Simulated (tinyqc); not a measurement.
Scaling with the misfit: strain-driven roughening and islands of a mismatched epitaxial film. Computed by tinyqc, a small Python program. Command: `OMP_NUM_THREADS=1 python tinyqc.py 3009693 3009694 out.jsonl island walk`. One thread of a shared host (Intel(R) Xeon(R) Processor @ 2.30GHz), about 0.01 s of CPU time with the checks.

Film and substrate share isotropic elastic constants; the film is coherent and biaxially strained.

Inputs (values chosen for the exercise, modelled on In(0.5)Ga(0.5)As on GaAs):

| quantity | value | unit |
|---|---|---|
| misfit \|f\| | 0.0343 | - |
| shear modulus G | 36.6 | GPa |
| Poisson ratio nu | 0.3 | - |
| surface energy gamma | 0.812 | J/m^2 |
| contact angle of the shallow shape theta_1 | 13.8 | degrees |
| contact angle of the steep shape theta_2 | 26.8 | degrees |
| facet energy of shape 1 over gamma | 1.002 | - |
| facet energy of shape 2 over gamma | 1.06 | - |
| surface mobility D_s nu_s Omega^2/(k_B T) | 1.9e-32 | m^6/(J s) |

Transport: surface diffusion.

Constants: e = 1.602176634e-19 C.

Method:
- M = 2 G (1 + nu)/(1 - nu); stress = M f; energy density w = M f^2.
- A ripple A cos(k x) has the surface chemical potential per volume [gamma k^2 - 2 (1 + nu) w k] A cos(k x), so k_c = 2 (1 + nu) w/gamma. With surface diffusion the amplitude grows at the rate q = B k^2 [2 (1 + nu) w k - gamma k^2], fastest at k_m = (3/4) k_c. B is the surface mobility.
- Shallow faceted island (Tersoff form): E = 4 Gam V^(2/3) tan^(1/3)(theta) - 6 c V tan(theta), Gam = gamma [x/sin(theta) - 1/tan(theta)], x the facet energy over gamma, c = stress^2 (1 - nu)/(2 pi G).
- The barrier is the maximum of E, at V_c = [4 Gam/(9 c)]^3 / tan^2(theta) (1 GPa nm = 1 J/m^2).
- V_c = [4 Gam/(9 c)]^3/tan^2(theta), barrier = (4/3) Gam V_c^(2/3) tan^(1/3)(theta); the growth time is 1/q at k_m.

fastest wavelength = 16.3590 nm

growth time 1/q at k_m = 0.00893550 s

critical volume, shape 1 = 5.82301 nm^3

barrier, shape 1 = 1.77242 eV

Misfit scaled at fixed constants:

| \|f\| (%) | fastest wavelength (nm) | growth time (s) | V_c of shape 1 (nm^3) | barrier of shape 1 (eV) |
|---|---|---|---|---|
| 0.8575 | 261.74 | 5.8560e+02 | 2.3851e+04 | 4.5374e+02 |
| 1.2005 | 133.54 | 3.9680e+01 | 3.1677e+03 | 1.1811e+02 |
| 1.7150 | 65.44 | 2.2875e+00 | 3.7267e+02 | 2.8359e+01 |
| 2.4010 | 33.39 | 1.5500e-01 | 4.9495e+01 | 7.3820e+00 |
| 3.4300 | 16.36 | 8.9355e-03 | 5.8230e+00 | 1.7724e+00 |
| 4.8020 | 8.35 | 6.0547e-04 | 7.7336e-01 | 4.6138e-01 |

What does the comparison show, and why?

Halving the misfit stretches the wavelength 4 times, the barrier 16 times, the volume 64 times and the time 256 times: f^(-2), f^(-4), f^(-6), f^(-8). Over these rows the time spans 6.0 decades: strongly mismatched films tend to roughen first, while dilute alloys have time to stay flat. Rows with wavelengths under 10 nm or volumes under 5 nm^3 are beyond the continuum picture.

Extremes, crossings and ranges named in words are read from the listed rows.
